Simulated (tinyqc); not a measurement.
From results back to parameters: periodic multilayer mirror for extreme ultraviolet light. Three cases, with inputs chosen for the exercise.

Problem. With a mean index 1 - dm the Bragg wavelength is lam_B = 2 L sqrt((1 - dm)^2 - sin^2 theta). It is given at 0 degrees and at th2; L and dm are hidden. Then the absorber share is Gm = (dm - delta_S)/(delta_A - delta_S), with the first entries of dS and dA; L is the period.

Find: L; dm; Gm.

Method. The difference of the squares is 4 L^2 sin^2(th2); then 1 - dm = lam_B(0)/(2 L).

Case 1.

Values chosen (out of a larger set: optical constants near those of Mo and Si at 13.5 nm; not measured data): th2 = 15 degrees (second angle); dA = (0.0763, 0.00613) (delta and beta of the absorber, N = 1 - delta + i beta); dS = (0.0009, 0.00193) (delta and beta of the spacer and the substrate).

lam_B at 0 = 13.399888 nm
lam_B at th2 = 12.912237 nm

Solution.

L = 6.920 nm
dm = 0.0318
Gm = 0.41

Case 2.

Values chosen (out of a larger set: optical constants near those of Mo and Si at 13.5 nm; not measured data): th2 = 20 degrees (second angle); dA = (0.0772, 0.00669) (delta and beta of the absorber, N = 1 - delta + i beta); dS = (0.0009, 0.00191) (delta and beta of the spacer and the substrate).

lam_B at 0 = 13.547526 nm
lam_B at th2 = 12.670527 nm

Solution.

L = 7.010 nm
dm = 0.0337
Gm = 0.43

Case 3.

Values chosen (out of a larger set: optical constants near those of Mo and Si at 13.5 nm; not measured data): th2 = 10 degrees (second angle); dA = (0.0741, 0.00598) (delta and beta of the absorber, N = 1 - delta + i beta); dS = (0.001, 0.00187) (delta and beta of the spacer and the substrate).

lam_B at 0 = 13.491324 nm
lam_B at th2 = 13.274913 nm

Solution.

L = 6.930 nm
dm = 0.0266
Gm = 0.35

Computed by tinyqc, one run a case: `OMP_NUM_THREADS=1 python tinyqc.py N N+1 out.jsonl` with N = 1651287, 1651305, 1651345; one thread of a shared Intel(R) Xeon(R) Processor @ 2.30GHz, about 0.01 s a run at most.
